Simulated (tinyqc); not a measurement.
Microkinetic model of low-temperature epitaxy from hydride gases: adsorption, hydrogen desorption and rate control. Inputs raised by 5 %, one at a time. Computed by tinyqc, a small Python program. Command: `OMP_NUM_THREADS=1 python tinyqc.py 3018590 3018591 out.jsonl hepi sens`. One thread of a shared host (Intel(R) Xeon(R) Processor @ 2.30GHz), about 0.03 s of CPU time with the checks.

Each hydride molecule needs two free sites and leaves four hydrogen atoms, of which two leave at once as H2; theta is the hydrogen coverage, the site density is 6.78 per nm^2 and one layer is 1.358 angstrom thick.

Inputs (values chosen for the exercise, close to those used for silane and germane on Si(001)):

| quantity | value | unit |
|---|---|---|
| silane pressure p_S | 0.029 | Pa |
| sticking prefactor of silane s0 | 0.017 | - |
| adsorption barrier E_s | 0.34 | eV |
| desorption prefactor nu_d | 2.6e+12 | 1/s |
| desorption energy on silicon E_d | 1.99 | eV |
| hydrogen carrier pressure p_H | 0 | Pa |
| sticking of hydrogen s_H | 3e-08 | - |
| temperature T | 480 | C |
| germane pressure p_G | 0.0013 | Pa |
| sticking ratio of germane to silane r_G | 5 | - |
| lowering of E_d per unit germanium fraction, dE | 0.52 | eV |

Film: silicon-germanium. Order of hydrogen desorption: first.

Constants: k_B = 8.617333262e-05 eV/K; u = 1.6605390666e-27 kg; k_B = 1.380649e-23 J/K.

Method:
- Flux per site F = p/(sqrt(2 pi M k_B T) x 6.78e18 per m^2), M = 32.12 u (silane), 76.63 u (germane), 2.016 u (hydrogen); s = s0 exp(-E_s/(k_B T)); k_S = s F_S, k_G = r_G s F_G; germanium fraction x = k_G/(k_S + k_G); k = k_S + k_G; k_H = s_H F_H; k_d = nu_d exp(-(E_d - dE x)/(k_B T)).
- Temperatures in kelvin are T(C) + 273.15.
- With k the hydride and k_H the hydrogen adsorption rate on free pairs and k_d the desorption rate, steady state: 2 (k + k_H)(1 - theta)^2 = k_d theta; growth rate R = k (1 - theta)^2 layers/s; 1 layer/s = 8.148 nm/min.
- With c = 2 (k + k_H)/k_d the free share is 1 - theta = 2/(1 + sqrt(1 + 4c)).
- X_i = d ln R/d ln k_i at fixed other constants. With f = 1 - theta and a = 2/f + 1/theta: d ln f/d ln k_d = 1/(a f), so X_d = 2/(a f), X_k = 1 - X_d k/(k + k_H), X_H = -X_d k_H/(k + k_H); they sum to 1.

Runs:

| input moved | from | to | growth rate G (nm/min) | hydrogen coverage theta | X_d (desorption) | germanium fraction x |
|---|---|---|---|---|---|---|
| base run | - | - | 0.056231 | 0.03984 | 0.07663 | 0.12672 |
| silane pressure p_S (Pa) | 0.029 | 0.03045 | 0.058290 | 0.04309 | 0.08262 | 0.12142 |
| desorption prefactor nu_d (1/s) | 2.6e+12 | 2.73e+12 | 0.056437 | 0.03808 | 0.07337 | 0.12672 |
| desorption energy on silicon E_d (eV) | 1.99 | 2.0895 | 0.044484 | 0.14600 | 0.25480 | 0.12672 |
| adsorption barrier E_s (eV) | 0.34 | 0.357 | 0.044054 | 0.03121 | 0.06054 | 0.12672 |
| sticking ratio of germane to silane r_G | 5 | 5.25 | 0.056748 | 0.03847 | 0.07410 | 0.13222 |
| lowering of E_d per unit germanium fraction, dE (eV) | 0.52 | 0.546 | 0.056445 | 0.03801 | 0.07324 | 0.12672 |

Exponents ln(y'/y) / ln(x'/x):

| input | growth rate G | hydrogen coverage theta | X_d (desorption) | germanium fraction x |
|---|---|---|---|---|
| silane pressure p_S | 0.737 | 1.608 | 1.544 | -0.876 |
| desorption prefactor nu_d | 0.075 | -0.925 | -0.890 | 0.000 |
| desorption energy on silicon E_d | -4.803 | 26.619 | 24.627 | 0.000 |
| adsorption barrier E_s | -5.002 | -5.002 | -4.831 | 0.000 |
| sticking ratio of germane to silane r_G | 0.188 | -0.715 | -0.688 | 0.871 |
| lowering of E_d per unit germanium fraction, dE | 0.078 | -0.963 | -0.926 | 0.000 |

Among the inputs moved here: growth rate G answers most in size to adsorption barrier E_s (exponent -5.002), next to desorption energy on silicon E_d (-4.803). Hydrogen coverage theta answers most in size to desorption energy on silicon E_d (exponent +26.619), next to adsorption barrier E_s (-5.002). X_d (desorption) answers most in size to desorption energy on silicon E_d (exponent +24.627), next to adsorption barrier E_s (-4.831). Germanium fraction x answers most in size to silane pressure p_S (exponent -0.876), and about equally to sticking ratio of germane to silane r_G (+0.871); its exponent is below 0.0005 for desorption prefactor nu_d, desorption energy on silicon E_d, adsorption barrier E_s, lowering of E_d per unit germanium fraction, dE.
